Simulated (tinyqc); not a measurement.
# Gate-all-around wire, scale length and short-channel effects: what changes with what

A round wire of diameter ts in an insulator shell of thickness ti under a surrounding gate. Below threshold the potential that source and drain add obeys Laplace's equation and vanishes on the gate. Its lowest mode decays along the channel as exp(-k y); k is the smallest positive root of the matching condition at the interface, and the scale length is Lambda = pi/k.

Values chosen for this exercise; permittivities: semiconductor close to that of silicon, insulator close to that of zirconium oxide: temperature T = 300 K; relative permittivity of the semiconductor eps_r = 11.7; relative permittivity of the insulator ei = 24.8; insulator thickness ti = 7.9 nm; wire diameter ts = 5.9 nm; channel length L = 34 nm; potential of the source Vbi = 1.02 V; potential of the barrier top at threshold sT = 0.6 V; drain voltage Vds = 0.7 V.

Constants: q = 1.602176634e-19 C, kB = 1.380649e-23 J/K, Vt = kB T/q. Results are converted to the units shown.

Each table varies one quantity; the others keep the values above.

## Effect of the channel length

k is the smallest positive root of f(k) = ei J0(u)[J1(u) Y0(v) - Y1(u) J0(v)] - eps_r J1(u)[J0(u) Y0(v) - Y0(u) J0(v)], u = k ts/2, v = u + k ti. Along the channel psi(y) = s + a exp(y/l) + b exp(-y/l) with psi(0) = Vbi, psi(L) = Vbi + Vds and l = 1/k = Lambda/pi; with A = Vbi - s, B = A + Vds, x = exp(-L/l): a = (B - A x) x/(1 - x^2), b = (A - B x)/(1 - x^2). The minimum is s + 2 sqrt(a b), at y = (l/2) ln(b/a). The long-channel potential follows the gate as s = sT + (Vg - VTL)/m, and the threshold VT is the gate voltage at which the minimum equals sT. Swing = m Vt ln 10/g at threshold, g = d(minimum)/ds = 1 - (b x + a)/((1 + x) sqrt(a b)). DIBL = [VT(0.05 V) - VT(Vds)]/(Vds - 0.05 V). sT and Vbi are held fixed; m = 1.

The same in every row: Lambda (nm) = 13.31.

Effect of the channel length:

| L (nm) | L/Lambda | VT - VTL at Vds = 0.05 V (mV) | VT - VTL at Vds (mV) | DIBL (mV/V) | swing (mV/decade) |
|---|---|---|---|---|---|
| 15 | 1.127 | -219.7 | -349.3 | 199.5 | 91.66 |
| 17 | 1.278 | -159.4 | -252.3 | 142.9 | 82.95 |
| 21 | 1.578 | -88.74 | -139.4 | 77.87 | 72.66 |
| 25 | 1.879 | -51.71 | -80.74 | 44.66 | 67.22 |
| 30 | 2.255 | -27.30 | -42.42 | 23.26 | 63.61 |
| 35 | 2.631 | -14.73 | -22.83 | 12.45 | 61.73 |
| 42 | 3.157 | -6.330 | -9.788 | 5.320 | 60.48 |
| 50 | 3.758 | -2.440 | -3.770 | 2.045 | 59.89 |
| 60 | 4.510 | -0.7466 | -1.153 | 0.6249 | 59.64 |

From L = 15 to 60 nm, DIBL falls from 199 to 0.625 mV/V and the swing falls from 91.7 to 59.6 mV a decade (long-channel value 59.5). Between the last two rows the threshold shift at Vds decays with a length of 8.44 nm, against 2 Lambda/pi = 8.47 nm for a shift that goes as exp(-pi L/(2 Lambda)). DIBL first drops below 100 mV/V at L = 21 nm among the rows, L/Lambda = 1.6. For L = 15 to 17 nm L is under 1.5 Lambda, where higher modes, left out of the one-mode potential, count.

## Effect of the insulator thickness

Same model as above.

Effect of the insulator thickness:

| ti (nm) | Lambda (nm) | L/Lambda | VT - VTL at Vds (mV) | DIBL (mV/V) | swing (mV/decade) |
|---|---|---|---|---|---|
| 2.6 | 6.114 | 5.561 | -0.2206 | 0.1195 | 59.55 |
| 3.4 | 7.144 | 4.759 | -0.7786 | 0.4220 | 59.60 |
| 4.4 | 8.499 | 4.001 | -2.570 | 1.394 | 59.78 |
| 5.8 | 10.42 | 3.262 | -8.281 | 4.499 | 60.33 |
| 7.5 | 12.76 | 2.665 | -21.59 | 11.77 | 61.62 |
| 9.7 | 15.75 | 2.158 | -49.90 | 27.41 | 64.32 |
| 13 | 20.20 | 1.683 | -114.7 | 63.85 | 70.39 |

What does the comparison show?

As ti goes from 2.6 to 13 nm, Lambda rises from 6.11 to 20.2 nm, DIBL rises from 0.120 to 63.8 mV/V and the swing rises from 59.5 to 70.4 mV a decade. On average Lambda goes as ti^(0.74).

Computed by the program tinyqc: `OMP_NUM_THREADS=1 python tinyqc.py 2420085 2420086 out.jsonl`, one thread of a shared Intel Xeon 2.30GHz, about 0.01 s for the whole run.
